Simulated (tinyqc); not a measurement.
Inside a calculation. Method: Pariser-Parr-Pople SCF with singles CI, for the molecule C=CC1=CN=CC=CC1=C (SMILES; centres numbered as the heavy atoms are written). Computed by tinyqc, a small Python program that keeps every step. Settings: charge = 0, gamma = Ohno, start = huckel, damping = 0.5, iteration cap = 82, excitations kept = 4. Command: `OMP_NUM_THREADS=1 python tinyqc.py 30800 30801 out.jsonl` (the two numbers bound the seeds that draw the settings). One thread of a shared host (Intel(R) Xeon(R) Processor @ 2.60GHz), about 0.05 s of CPU time with the checks.

Centres (angstrom, eV; a flat drawing with bonds scaled to 1.40 angstrom):
```
centre          x          y  core charge z          W   gamma_rr
1C       2.957000   1.075000              1  11.160000  11.130000
2C       2.155000  -0.072000              1  11.160000  11.130000
3C       0.760000   0.049000              1  11.160000  11.130000
4C       0.264000   1.358000              1  11.160000  11.130000
5N      -1.069000   1.786000              1  14.100000  12.300000
6C      -2.235000   1.012000              1  11.160000  11.130000
7C      -2.356000  -0.383000              1  11.160000  11.130000
8C      -1.341000  -1.347000              1  11.160000  11.130000
9C       0.045000  -1.155000              1  11.160000  11.130000
10C      0.820000  -2.321000              1  11.160000  11.130000
```

Resonance integrals (eV):
```
i   j       beta
1   2  -2.120000
2   3  -2.120000
3   4  -2.120000
4   5  -2.230000
5   6  -2.230000
6   7  -2.120000
7   8  -2.120000
8   9  -2.120000
9  10  -2.120000
9   3  -2.120000
```

Stop when output and input P, before any damping, agree to 1e-7.

Course of the cycle:
```
iteration         E (eV)  largest |P(out) - P(in)|
1          -130.27600386                  2.21e-01
2          -130.56793145                  1.41e-01
3          -130.76428509                  9.31e-02
4          -130.89361381                  6.38e-02
5          -130.97786000                  4.52e-02
6          -131.03251220                  3.29e-02
7          -131.06798621                  2.45e-02
8          -131.09109711                  1.92e-02
9          -131.10623947                  1.55e-02
10         -131.11622912                  1.25e-02
11         -131.12286865                  1.02e-02
...                  ...                       ...
72         -131.13695832                  9.22e-07
73         -131.13695832                  7.98e-07
74         -131.13695832                  6.91e-07
75         -131.13695832                  5.98e-07
76         -131.13695832                  5.18e-07
77         -131.13695832                  4.49e-07
78         -131.13695832                  3.89e-07
79         -131.13695832                  3.37e-07
80         -131.13695832                  2.91e-07
81         -131.13695832                  2.52e-07
82         -131.13695832                  2.19e-07
```

Can the last value be used, and what does the course show?

Not by the stop rule, although the second column moves by less than 1e-07 over the last three steps. Not converged within 82 iterations: the residual falls steadily but slowly, by a factor of about 0.87 a step. Reruns (cap 100 unless said): damping 0: converged in 41 (E = -131.13696); the original settings with a cap of 400: converged in 88 (E = -131.13696).
